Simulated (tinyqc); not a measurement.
# A temperature scan through the peak

Model: deep-level transient spectroscopy (DLTS) of one majority-carrier trap. Computed by tinyqc, a small Python program. Command: `OMP_NUM_THREADS=1 python tinyqc.py 3000193 3000194 out.jsonl dlts sweep`. One thread of a shared host (Intel(R) Xeon(R) Processor @ 2.30GHz), about 0.02 s of CPU time with the checks.

A filling pulse loads the traps in a one-sided junction; under reverse bias they empty at the rate e, and the capacitance relaxes as C(t) = C_0 - dC exp(-e t). The signal is S = [C(t_2) - C(t_1)]/dC.

Inputs (values chosen for the exercise, for a model semiconductor):

| quantity | value | unit |
|---|---|---|
| density-of-states mass m | 0.642 | m_0 |
| valleys M | 1 | - |
| trap depth E_t | 0.348 | eV |
| cross-section sigma_0 | 9.5e-16 | cm^2 |
| degeneracy ratio g | 0.5 | - |
| gate time t_1 | 0.008 | s |
| ratio t_2/t_1 | 4 | - |
| dielectric constant eps | 14.2 | - |
| mean field F | 130000 | V/cm |

Carriers: holes. Extra term: Poole-Frenkel lowering.

Constants: k_B = 8.617333262e-05 eV/K; k_B = 1.380649e-23 J/K; m_0 = 9.1093837015e-31 kg; h = 6.62607015e-34 J s; e = 1.602176634e-19 C; eps_0 = 8.8541878128e-12 F/m.

Method. e = g sigma v N_b exp(-E/k_B T), v = sqrt(3 k_B T/m), N_b = 2 M (2 pi m k_B T/h^2)^(3/2), sigma = sigma_0, E = E_t - dE with the one-dimensional Poole-Frenkel lowering dE = sqrt(e^3 F/(pi eps eps_0)), F being held as an input apart from the bias (the centre is charged when empty). S(e) = exp(-e t_1) - exp(-e t_2) peaks at the rate window e_0 = ln(t_2/t_1)/(t_2 - t_1).

One run for each value:

| temperature T (K) | emission rate e (1/s) | signal at T |
|---|---|---|
| 135 | 9.4864e-01 | 2.2340e-02 |
| 140 | 2.3760e+00 | 5.4386e-02 |
| 145 | 5.5998e+00 | 1.2025e-01 |
| 150 | 1.2493e+01 | 2.3442e-01 |
| 155 | 2.6523e+01 | 3.8086e-01 |
| 161 | 6.1702e+01 | 4.7158e-01 |
| 166 | 1.1926e+02 | 3.6315e-01 |
| 171 | 2.2220e+02 | 1.6822e-01 |
| 176 | 4.0027e+02 | 4.0670e-02 |
| 181 | 6.9908e+02 | 3.7253e-03 |
| 186 | 1.1866e+03 | 7.5371e-05 |

Over the rows, emission rate e (1/s) rises from 0.949 to 1190 (exponent d ln y / d ln x 25 between the first rows and 19 between the last); signal at T goes from 0.0223 through a maximum among these rows, 0.472 at 161, to 7.54e-5. The signal peaks where e equals the rate window.

Extremes, crossings and ranges named in words are read from the listed rows.
